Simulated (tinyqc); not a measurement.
Dielectric confinement in a thin film (image charges): one step. Images for a charge at the centre. Three cases, with inputs chosen for the exercise.

Question. Give lam, the first five terms (q/eps) lam^n/(n t), their sum and the closed form.

A film |z| < t/2 of dielectric constant eps between half-spaces of dielectric constant e2; lam = (eps - e2)/(eps + e2), q = e^2/(4 pi eps0). The self-energy of a band edge is taken with the high-frequency value, e2 = eh, and the field of a fixed ion with the static one, e2 = eo. A charge at z has images lam^|n| at n t + (-1)^n z. Its self-energy is S(z) = (q/2 eps) sum over n >= 1 of lam^n [1/(n t - 2z) + 1/(n t + 2z)] for odd n and 2 lam^n/(n t) for even n; at the centre S(0) = -(q/(eps t)) ln(1 - lam).

Constants: e^2/(4 pi eps0) = 14.39964547 eV angstrom.

Case 1.

Values chosen (out of a larger set: near those of a Si (100) film, two-fold valleys, in vacuum; not measured data):
- t = 46 angstrom (film thickness)
- eps = 11.6 (dielectric constant of the film)
- eh = 1 (high-frequency dielectric constant outside)

Case 2.

Values chosen (out of a larger set: near those of an InGaAs film between layers of HfO2; not measured data):
- t = 22 angstrom (film thickness)
- eps = 13.5 (dielectric constant of the film)
- eh = 4.2 (high-frequency dielectric constant outside)

Case 3.

Values chosen (out of a larger set: near those of a Ge film between layers of Si3N4; not measured data):
- t = 38 angstrom (film thickness)
- eps = 16.4 (dielectric constant of the film)
- eh = 3.9 (high-frequency dielectric constant outside)

Give: lam; terms; sum of five; S(0).

Answer.

Case 1.

lam = 0.8413

terms (meV): 22.70  9.55  5.36  3.38  2.27

sum of five = 43.26 meV
S(0) = 49.67 meV

The surroundings screen less than the film, so the images repel and each band edge moves outwards: the gap changes by about 2 S = +99 meV.

Case 2.

lam = 0.5254

terms (meV): 25.47  6.69  2.34  0.92  0.39

sum of five = 35.82 meV
S(0) = 36.14 meV

The surroundings screen less than the film, so the images repel and each band edge moves outwards: the gap changes by about 2 S = +72 meV. The static value 21.7 would give S(0) = -10.2 meV.

Case 3.

lam = 0.6158

terms (meV): 14.23  4.38  1.80  0.83  0.41

sum of five = 21.65 meV
S(0) = 22.10 meV

The surroundings screen less than the film, so the images repel and each band edge moves outwards: the gap changes by about 2 S = +44 meV. The static value 7.7 would give S(0) = +10.3 meV.

Computed by tinyqc, one run a case: `OMP_NUM_THREADS=1 python tinyqc.py N N+1 out.jsonl` with N = 1281754, 1281806, 1281921; one thread of a shared Intel(R) Xeon(R) Processor @ 2.30GHz, about 0.1 s a run at most.
